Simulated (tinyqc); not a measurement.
From ratio R back to emission angle from the normal: X-ray photoelectron analysis of a thin oxide on a semiconductor: attenuation lengths, thickness, angle series and band offsets. Computed by tinyqc, a small Python program. Command: `OMP_NUM_THREADS=1 python tinyqc.py 3111478 3111479 out.jsonl xps inv`. One thread of a shared host (Intel(R) Xeon(R) Processor @ 2.30GHz), about 0.01 s of CPU time with the checks.

The same element is seen in the oxide and in the substrate, at nearly the same kinetic energy; films are flat and uniform, and the work function is ignored.

Inputs (values chosen for the exercise, modelled on SiO2 on silicon):
```
quantity                                           value    unit
photon energy                                     1486.6      eV
binding energy of the core level                    99.4      eV
oxide density                                       2.24  g/cm^3
oxide formula mass                                 60.08   g/mol
valence electrons per oxide formula                   16       -
oxide gap                                           8.99      eV
substrate density                                   2.33  g/cm^3
substrate formula mass                             28.09   g/mol
valence electrons per substrate formula                4       -
substrate gap                                       1.12      eV
oxide thickness d                                    6.1      nm
attenuation length over inelastic mean free path    0.94       -
carbon overlayer                                    0.72      nm
```

Method:
- TPP-2M: lambda = E/(E_p^2 [b ln(c E) - C/E + D/E^2]) in angstrom, E_p = 28.8 sqrt(N_v rho/M), b = -0.10 + 0.944/sqrt(E_p^2 + E_g^2) + 0.069 rho^0.1, c = 0.191/sqrt(rho), U = N_v rho/M, C = 1.97 - 0.91 U, D = 53.4 - 20.8 U, with E = photon energy less binding energy in eV.
- Attenuation length L = factor x lambda.
- R_0 = (rho_o/M_o) L_o/((rho_s/M_s) L_s); peak ratio R = I_ox/I_sub = R_0 [exp(d/(L_o cos theta)) - 1]; hence d = L_o cos theta ln(1 + R/R_0). A carbon layer weakens both peaks alike, by exp(-d_C/(L_o cos theta)) if its L is taken equal to L_o. This R_0 leaves out intrinsic losses from the substrate peak, so calibrated values can be larger.

Problem. A run gave the result below. Find the emission angle from the normal, known to lie between 8.2 and 20 degrees.

ratio R = 2.609079

Solution.

Each step takes the trial c = (a f_b - b f_a)/(f_b - f_a), f being the result less the target and a, b, c the logarithms of the listed values; c replaces end b, the old b replaces a if the sign of f changed, and otherwise f_a is halved.

Scan of the range:
```
emission angle from the normal (degrees)  ratio R
8.20                                      2.49159
9.51                                      2.51006
11.00                                     2.53473
12.80                                     2.56999
14.90                                     2.61914
17.20                                     2.68375
20.00                                     2.77939
```

False position (Illinois rule, in the logarithm of the input) inside the bracket:
```
step    end a    end b    trial  ratio R
1     12.8000  14.9000  14.4439  2.60769
2     14.9000  14.4439  14.4983  2.60904
3     14.9000  14.4983  14.5016  2.60912
4     14.4983  14.5016  14.5000  2.60908
5     14.5016  14.5000  14.5000  2.60908
```

Ratio R rises at every point of a 13-point scan of the range (every second point is shown), so one value fits; it is bracketed by 12.8 and 14.9. Answer: emission angle from the normal = 14.50 degrees.
